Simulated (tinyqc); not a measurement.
# Changing the junction spring k_b

Model: phonon transmission through an interface between two chains by Green functions. Computed by tinyqc, a small Python program. Command: `OMP_NUM_THREADS=1 python tinyqc.py 3001268 3001269 out.jsonl agf sweep`. One thread of a shared host (Intel(R) Xeon(R) Processor @ 2.30GHz), about 0.03 s of CPU time with the checks.

Two semi-infinite chains (masses m_1, m_2; springs k_1, k_2), motion along the chain. The central region holds the end atom of each chain and one interlayer atom of mass m_b, joined by springs k_b. lambda = omega^2 in eV/(angstrom^2 u); nu = 15.6333042 THz x sqrt(lambda).

Inputs (values chosen for the exercise, for two model chains):

| quantity | value | unit |
|---|---|---|
| mass m_1 | 47.4 | u |
| spring k_1 | 4.15 | eV/angstrom^2 |
| mass m_2 | 30.3 | u |
| spring k_2 | 6.06 | eV/angstrom^2 |
| interlayer mass m_b | 22.5 | u |
| probe frequency / lower band top | 0.34 | - |
| temperature T | 20 | K |

Atoms in the interlayer: one.

Constants: nu for 1 eV/(angstrom^2 u) = 15.6333042 THz; h x 1 THz = 4.135667696 meV; k_B = 8.617333262e-05 eV/K; k_B = 1.380649e-23 J/K; h = 6.62607015e-34 J s.

Method:
- nu_max = 15.6333042 THz x 2 sqrt(k/m); impedance Z = sqrt(k m); long-wave transmission 4 Z_1 Z_2/(Z_1 + Z_2)^2; the probe frequency is the given share of the lower band top.
- In chain i, sin(q_i a/2) = nu/nu_max,i. An outgoing wave makes the next atom move as exp(i q_i a) times the end atom, so the lead adds the self-energy Sigma_i = -k_i exp(i q_i a) to the force-constant matrix; Gamma_i = -2 Im Sigma_i = 2 k_i sin(q_i a).
- A = lambda M - K - Sigma over the central atoms, with K_ii the sum of the springs at i, K_(i,i+1) = -k_b; G = inverse of A; transmission = Gamma_1 Gamma_2 |G_(first,last)|^2.
- Landauer conductance G = k_B int tau(nu) x^2 e^x/(e^x - 1)^2 d nu, x = h nu/(k_B T), from 0 to the lower band top (240 Gauss-Legendre points in s from 0 to 1, nu = nu_top sin(pi s/2)); tau is the transmission, and its thermal mean is G over the value for tau = 1 in the same window; the quantum is g_0 = pi^2 k_B^2 T/(3 h).

One run for each value:

| junction spring k_b (eV/angstrom^2) | conductance G (pW/K) | thermal mean of the transmission | transmission | long-wave transmission |
|---|---|---|---|---|
| 0.30 | 7.06 | 0.3732 | 0.0456 | 0.9997 |
| 0.56 | 10.38 | 0.5484 | 0.5101 | 0.9997 |
| 1.10 | 14.50 | 0.7662 | 0.3636 | 0.9997 |
| 3.70 | 18.69 | 0.9876 | 0.9182 | 0.9997 |
| 7.10 | 18.91 | 0.9991 | 0.9954 | 0.9997 |
| 13.00 | 18.78 | 0.9923 | 0.9478 | 0.9997 |
| 25.00 | 18.64 | 0.9845 | 0.8941 | 0.9997 |

Give the missing row, junction spring k_b (eV/angstrom^2) = 2.00.

Computed row; columns: (1) junction spring k_b (eV/angstrom^2); (2) conductance G (pW/K); (3) thermal mean of the transmission; (4) transmission; (5) long-wave transmission:
```
(1)     (2)     (3)     (4)     (5)
2.00  17.35  0.9165  0.6160  0.9997
```

Interpolating between the two neighbouring rows (the first column on a logarithmic scale, the others too where they are positive) misses most in transmission, by 6.8 %. Over the rows, conductance G (pW/K) goes from 7.06 through a maximum among these rows, 18.9 at 7.10, to 18.6; thermal mean of the transmission goes from 0.373 through a maximum among these rows, 0.999 at 7.10, to 0.985; transmission lies between 0.0456 and 0.995 without a single trend. The exponent of long-wave transmission stays at 0: long waves do not see the junction. G is largest among these rows at k_b = 7.1, against k_1 = 4.15 and k_2 = 6.06; weak bonds reflect all but the longest waves and those near resonances of the interlayer. Left out: 0.0840, 0.160 (the run failed its checks).

Extremes, crossings and ranges named in words are read from the listed rows.
